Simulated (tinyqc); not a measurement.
# Gated two-dimensional channel with two bands, quantum capacitance: effect of the gate voltage

phi is the Fermi level above the lowest band edge, in volts; Vg is counted from the gate voltage at which an empty channel would have phi = 0. The channel has no thickness; trap charge is -q Dit phi.

D1 = gv md m0 q/(pi hbar^2), D2 = g2 m2 m0 q/(pi hbar^2) per eV; n1 = D1 Vt ln(1 + exp(phi/Vt)), n2 = D2 Vt ln(1 + exp((phi - E2)/Vt)), n = n1 + n2; Cq = q dn/dphi = q [D1/(1 + exp(-phi/Vt)) + D2/(1 + exp((E2 - phi)/Vt))]. Cox = eps0 eox/tox; Vg = phi + q (n + Dit phi)/Cox. 1/C_G = 1/Cox + 1/(Cq + q Dit); dphi/dVg = Cox/(Cox + Cq + q Dit).

Parameters, values chosen for the exercise; lowest band close to that of a thin germanium body:
- T = 150 K (temperature)
- eox = 3.9 (relative permittivity of the gate insulator (close to silicon dioxide))
- tox = 4.8 nm (insulator thickness)
- md = 0.0847 m0 (in-plane mass)
- gv = 1 (valley degeneracy)
- m2 = 0.18 m0 (in-plane mass of a second band, chosen freely)
- g2 = 1 (valley degeneracy of that band, chosen freely)
- E2 = 0.23 eV (second band edge above the first)
- Dit = 0 cm^-2 eV^-1 (density of traps)

Constants: q = 1.602176634e-19 C, kB = 1.380649e-23 J/K, hbar = 1.054571817e-34 J s, m0 = 9.1093837015e-31 kg, Vt = kB T/q, eps0 = 8.8541878128e-14 F/cm where lengths are in cm. Results are converted to the units shown.

The same in every row: Cox (uF/cm^2) = 0.7194.

Results:

| Vg (V) | phi (V) | n (cm^-2) | Cq (uF/cm^2) | C_G (uF/cm^2) | dphi/dVg | share of the second band (%) |
|---|---|---|---|---|---|---|
| -0.2 | -0.2000 | 8.720e4 | 1.081e-6 | 1.081e-6 | 1.000 | 3.979e-6 |
| -0.04 | -0.04347 | 1.557e10 | 0.1898 | 0.1502 | 0.7913 | 4.047e-6 |
| 0.11 | 0.007189 | 4.616e11 | 3.603 | 0.5997 | 0.1664 | 6.874e-6 |
| 0.27 | 0.02927 | 1.081e12 | 5.135 | 0.6310 | 0.1229 | 1.621e-5 |
| 0.58 | 0.06524 | 2.311e12 | 5.633 | 0.6379 | 0.1133 | 1.225e-4 |
| 0.73 | 0.08219 | 2.909e12 | 5.659 | 0.6383 | 0.1128 | 3.611e-4 |
| 0.89 | 0.1002 | 3.546e12 | 5.667 | 0.6384 | 0.1126 | 0.001195 |
| 1.04 | 0.1171 | 4.144e12 | 5.670 | 0.6384 | 0.1126 | 0.003779 |
| 1.2 | 0.1351 | 4.781e12 | 5.676 | 0.6385 | 0.1125 | 0.01319 |

Estimate the missing row, Vg = 0.42 V.

Computed row:

| Vg (V) | phi (V) | n (cm^-2) | Cq (uF/cm^2) | C_G (uF/cm^2) | dphi/dVg | share of the second band (%) |
|---|---|---|---|---|---|---|
| 0.42 | 0.04700 | 1.675e12 | 5.523 | 0.6365 | 0.1152 | 4.122e-5 |

With this row back in the table: As Vg goes from -0.2 to 1.2, Cq rises from 1.08e-6 to 5.68 uF/cm^2, C_G/Cox rises from 1.50e-6 to 0.888 and n rises from 87200 to 4.78e12 cm^-2. Cq is below Cox for Vg = -0.2, -0.04; there the density of states limits the response dn/dVg more than the insulator does.

Numbers from tinyqc (`OMP_NUM_THREADS=1 python tinyqc.py 2200133 2200134 out.jsonl`; about 0.01 s on one thread of a shared Intel Xeon 2.30GHz).
